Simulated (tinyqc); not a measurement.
Changing the regular-solution parameter W: interdiffusion in a binary couple: Darken equations, Kirkendall shift and Boltzmann-Matano analysis. Computed by tinyqc, a small Python program. Command: `OMP_NUM_THREADS=1 python tinyqc.py 3020806 3020807 out.jsonl darken sweep`. One thread of a shared host (Intel(R) Xeon(R) Processor @ 2.30GHz), about 0.2 s of CPU time with the checks.

x is the mole fraction of B; the molar volume is constant, and the two halves are long enough to count as infinite.

Inputs (values chosen for the exercise, for a model alloy A-B): tracer diffusivity D*_A(0) = 3.1e-16 m^2/s; tracer diffusivity D*_B(0) = 1.6e-16 m^2/s; slope k of ln D* with x = 0.82; temperature T = 1200 K; left composition x_L = 0.36; right composition x_R = 0.68; time t = 7500 s; composition x for the local step = 0.56.

Vacancy-wind correction: none.

Constants: k_B = 8.617333262e-05 eV/K.

Method:
- D*_i(x) = D*_i(0) exp(k x); thermodynamic factor Phi = 1 - 2 W x (1 - x)/(k_B T); intrinsic D_i = D*_i Phi; interdiffusion D~ = x D_A + (1 - x) D_B.
- With lambda = z/sqrt(t), the profile solves d/dlambda (D~ dx/dlambda) + (lambda/2) dx/dlambda = 0 with x = x_L and x_R far to the left and right; z = 0 is the original interface. It is solved as a boundary-value problem in y = lambda/sqrt(D~ at the mean composition) on -12 < y < 12 (collocation, tolerance 1e-8).
- Read from the profile: the position z(x), the area -int_(x_L)^x z dx and the slope.
- Lattice planes move with v = (D_B - D_A) dx/dz; markers from the original interface stay at one composition, where z_K = 2 t v.

One run for each value; columns: (1) regular-solution parameter W (eV); (2) thermodynamic factor Phi; (3) interdiffusion coefficient D~ at the local x (m^2/s); (4) marker position z_K (um); (5) slope dx/dz at the local x (1/um):
```
(1)      (2)        (3)      (4)      (5)
-0.25  2.191  8.463e-16  -0.2783  0.03354
-0.20  1.953  7.543e-16  -0.2628  0.03554
-0.15  1.715  6.623e-16  -0.2463  0.03795
-0.10  1.477  5.703e-16  -0.2286  0.04093
-0.05  1.238  4.782e-16  -0.2095  0.04474
0.00   1.000  3.862e-16  -0.1884  0.04985
0.05   0.762  2.942e-16  -0.1647  0.05725
0.10   0.523  2.022e-16  -0.1368  0.06936
0.15   0.285  1.101e-16  -0.1016  0.09502
```

Describe and explain the trends.

Over the rows, thermodynamic factor Phi falls from 2.19 to 0.285; interdiffusion coefficient D~ at the local x (m^2/s) falls from 8.46e-16 to 1.10e-16; marker position z_K (um) rises from -0.278 to -0.102. Phi is linear in W and would vanish at this composition for W = 0.210 eV, the spinodal. Left out: 0.200 (Phi falls below 0.15 or turns negative within the couple, near or inside the spinodal).
